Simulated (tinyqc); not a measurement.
Width of the well: strained quantum well: band edges, subbands and transparency.

Growth on (001), barriers unstrained: tr(e) = e (2 - nu2), Z = b e (1 + nu2); Ec = Ev + Eg + ac tr(e), E_HH = Ev + av tr(e) + Z, E_LH = Ev + av tr(e) - Z (coupling to the split-off band left out).

Masses along z: me, 1/(g1 - 2 g2) for HH, 1/(g1 + 2 g2) for LH, likewise in the barrier; in the plane me, 1/(g1 + g2) for HH and 1/(g1 - g2) for LH (no mixing, which understates the hole masses away from k = 0). Level n solves k L + 2 atan[(k/m)/(kappa/mb)] = n pi, k = sqrt(m E/c), kappa = sqrt(mb (V - E)/c), c = hbar^2/2m0.

Transparency (Bernard-Duraffourg): Fc - Fv equals the lowest transition energy with n = p, n = sum m/(2 pi c) kB T ln(1 + exp((Fc - E)/kB T)) and p likewise over the listed subbands; c = hbar^2/2m0, 1/angstrom^2 = 1e16/cm^2.

Constants: hbar^2/2m0 = 3.80998211 eV angstrom^2; kB = 8.617333262e-05 eV/K; hc = 1239.841984 eV nm.

Values chosen for the exercise (near those of an InGaAs/InP well; the results hold for these values, not for the real material):

| symbol | value | unit | meaning |
|---|---|---|---|
| e | -0.0044 |  | strain in the plane |
| nu2 | 1.008 |  | 2 C12/C11 |
| Eg | 0.651 | eV | unstrained gap of the well |
| Ev | -0.583 | eV | its valence edge |
| ac | -5.92 | eV |  |
| av | 1.06 | eV | Ev moves by av tr(e) |
| b | -1.88 | eV | shear potential |
| Egb | 1.352 | eV | gap of the barrier |
| Evb | -0.94 | eV | its valence edge |
| me | 0.0402 | m0 | electron mass |
| g1 | 14.79 |  | gamma1 |
| g2 | 5.92 |  | gamma2 |
| meb | 0.08 | m0 |  |
| g1b | 5.08 |  |  |
| g2b | 1.6 |  |  |
| T | 300 | K | temperature |
| Ls | (25, 35, 50, 65, 85, 110, 150) | angstrom | widths |

All levels anew.

Results:

| L (angstrom) | wavelength (nm) | top hole | hh1 - lh1 (meV) | n_tr (1e12/cm^2) | share in top | n_tr/L (1e18/cm^3) |
|---|---|---|---|---|---|---|
| 25 | 1346 | hh1 | 128 | 0.333 | 0.98 | 1.33 |
| 35 | 1456 | hh1 | 114 | 0.337 | 0.96 | 0.96 |
| 50 | 1566 | hh1 | 96 | 0.350 | 0.88 | 0.70 |
| 65 | 1638 | hh1 | 83 | 0.372 | 0.77 | 0.57 |
| 85 | 1700 | hh1 | 71 | 0.406 | 0.64 | 0.48 |
| 110 | 1747 | hh1 | 61 | 0.449 | 0.52 | 0.41 |
| 150 | 1790 | hh1 | 52 | 0.527 | 0.40 | 0.35 |

The wavelength tunes by 443 nm. The sheet density at transparency changes from 0.33 to 0.53, the top hole subband holding 0.98 and 0.40 of the holes at the ends, while the volume density falls by a factor 3.8. Critical thickness and carrier escape are left out.

Program tinyqc; command `OMP_NUM_THREADS=1 python tinyqc.py 1251956 1251957 out.jsonl`; about 0.01 s on one thread of a shared Intel(R) Xeon(R) Processor @ 2.30GHz.
